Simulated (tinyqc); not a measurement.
Perpendicular magnetic tunnel junction: magnetoresistance, thermal stability and spin-torque switching: one step of the calculation.

A circular free layer treated as one macrospin with its easy axis out of plane. mu0 = 1.25663706212e-6 H/m, gyromagnetic ratio q/m0 (g = 2). Magnetic parameters are taken as given at T.

Task. Retention of the array. A bit flips thermally at the rate exp(-Delta)/t0; the chance that any of N bits flips in ten years (3.15576e8 s) is 1 - exp[-N (time/t0) exp(-Delta)]. The Delta needed for a chance of 1e-4 follows by inversion.

Inputs (values chosen for the exercise): attempt time t0 = 1 ns; bits N = 1e6.

Delta = 50.221444

Find: mean life of one bit; expected flips in ten years; Delta needed.

Result.

mean life of one bit = 2.0502e5 years
expected flips in ten years = 48.776
Delta needed = 63.319

Delta falls short of the need by 13.1.

Computed by the program tinyqc: `OMP_NUM_THREADS=1 python tinyqc.py 2450062 2450063 out.jsonl`, one thread of a shared Intel Xeon 2.30GHz, about 0.01 s for the whole run.
